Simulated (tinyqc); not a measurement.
Empirical pseudopotential in a few plane waves, step by step. Computed by tinyqc, a small Python program that keeps every step. Settings: plane-wave index or count = 15. Command: `OMP_NUM_THREADS=1 python tinyqc.py 29889 29890 out.jsonl` (the two numbers bound the seeds that draw the settings). One thread of a shared host (Intel(R) Xeon(R) Processor @ 2.60GHz), about 0.2 s of CPU time with the checks.

## Bloch Hamiltonian at G

Parameters chosen for this model: fcc lattice, atoms at +/- a/8 (1,1,1); form factors in rydberg at |G|^2 in units of (2 pi/a)^2:
```
parameter                 value      unit
a                      5.900000  angstrom
VS(3)                 -0.212000        Ry
VS(8)                  0.010000        Ry
VS(11)                 0.074000        Ry
VA(3)                         0        Ry
VA(4)                         0        Ry
VA(11)                        0        Ry
hbar^2/2m (2 pi/a)^2   4.320944        eV
```

k point G (2 pi / a): 0  0  0

Basis: the 15 shortest G (labels in 2 pi/a), the same at every k. H(G,G') = c |k + G|^2 delta + VS(|G-G'|^2) cos((G-G').tau) + i VA sin((G-G').tau), tau = a/8 (1,1,1); 1 Ry = 13.605693 eV.

H(k) at G (eV), lower triangle:
```
          +0+0+0    -1-1-1    -1-1+1    -1+1-1    -1+1+1    +1-1-1    +1-1+1    +1+1-1
+0+0+0   0.00000
-1-1-1   2.03958  12.96283
-1-1+1  -2.03958   0.00000  12.96283
-1+1-1  -2.03958   0.00000   0.13606  12.96283
-1+1+1  -2.03958  -0.13606   0.00000   0.00000  12.96283
+1-1-1  -2.03958   0.00000   0.13606   0.13606   0.00000  12.96283
+1-1+1  -2.03958  -0.13606   0.00000   0.00000   0.13606   0.00000  12.96283
+1+1-1  -2.03958  -0.13606   0.00000   0.00000   0.13606   0.00000   0.13606  12.96283
+1+1+1   2.03958   0.00000  -0.13606  -0.13606   0.00000  -0.13606   0.00000   0.00000
-2+0+0   0.00000  -2.03958  -2.03958  -2.03958   2.03958   0.71193  -0.71193  -0.71193
+0-2+0   0.00000  -2.03958  -2.03958   0.71193  -0.71193  -2.03958   2.03958  -0.71193
+0+0-2   0.00000  -2.03958   0.71193  -2.03958  -0.71193  -2.03958  -0.71193   2.03958
+0+0+2   0.00000  -0.71193   2.03958  -0.71193  -2.03958  -0.71193  -2.03958   0.71193
+0+2+0   0.00000  -0.71193  -0.71193   2.03958  -2.03958  -0.71193   0.71193  -2.03958
+2+0+0   0.00000  -0.71193  -0.71193  -0.71193   0.71193   2.03958  -2.03958  -2.03958

          +1+1+1    -2+0+0    +0-2+0    +0+0-2    +0+0+2    +0+2+0    +2+0+0
+1+1+1  12.96283
-2+0+0  -0.71193  17.28378
+0-2+0  -0.71193   0.13606  17.28378
+0+0-2  -0.71193   0.13606   0.13606  17.28378
+0+0+2  -2.03958  -0.13606  -0.13606   0.00000  17.28378
+0+2+0  -2.03958  -0.13606   0.00000  -0.13606   0.13606  17.28378
+2+0+0  -2.03958   0.00000  -0.13606  -0.13606   0.13606   0.13606  17.28378
```

## Levels at G

Diagonalise the Hermitian matrix.

eigenvalues (eV): -2.14485  9.11814  9.11814  9.11814  10.48891  12.82678  12.82678  12.82678  15.51585  17.01166  17.01166  20.71010  20.99241  20.99241  20.99241

## Bands along a path

The same steps at evenly spaced points between the labelled ones.

Bands along the path (eV), lowest eight:
```
k           band 1   band 2   band 3   band 4    band 5    band 6    band 7    band 8
L         -0.02715  2.83009  8.41197  8.41197  10.52594  13.83374  13.83374  16.29973
L-G 0.20  -0.53840  3.49311  8.39692  8.39692  10.58153  13.73882  13.73882  16.44601
L-G 0.40  -1.18349  4.72981  8.52406  8.52406  10.82401  13.71227  13.71227  15.92523
L-G 0.60  -1.70596  6.25346  8.75456  8.75456  11.19570  13.47984  13.47984  14.16786
L-G 0.80  -2.03379  7.91088  9.00266  9.00266  11.26248  12.92031  13.04520  13.04520
G         -2.14485  9.11814  9.11814  9.11814  10.48891  12.82678  12.82678  12.82678
G-X 0.20  -1.99645  7.84568  8.79364  8.79364  11.75816  12.25972  13.38190  13.38190
G-X 0.40  -1.55372  6.16570  8.18461  8.18461  11.43222  12.79210  14.67465  14.67465
G-X 0.60  -0.82444  4.56074  7.66761  7.66761  10.86290  12.06532  16.31359  16.31359
G-X 0.80   0.17728  3.07639  7.38087  7.38087  10.66031  11.13629  18.16096  18.16096
X          1.42980  1.75092  7.37636  7.37636  10.57083  10.87193  20.19412  20.19412
```

With 4 band(s) filled, the highest filled level on these points lies at G and the lowest empty one at G: a gap of 1.3708 eV, direct. This holds for the small fixed basis; with all plane waves up to |k + G|^2 = 21 (2 pi/a)^2 the gap along the path is 1.47 eV.

## Convergence with the number of plane waves

Levels at G counted from the fourth one.

Levels (eV):
```
plane waves    level 1  level 5  level 8
9            -14.97163  0.00000  0.54423
15           -11.26300  1.37076  3.70863
27           -10.61616  2.01779  3.62407
51           -10.63951  2.22725  3.82671
59           -10.68824  2.24070  3.66482
65           -10.70720  2.24070  3.62779
89           -10.67689  2.22908  3.65419
```
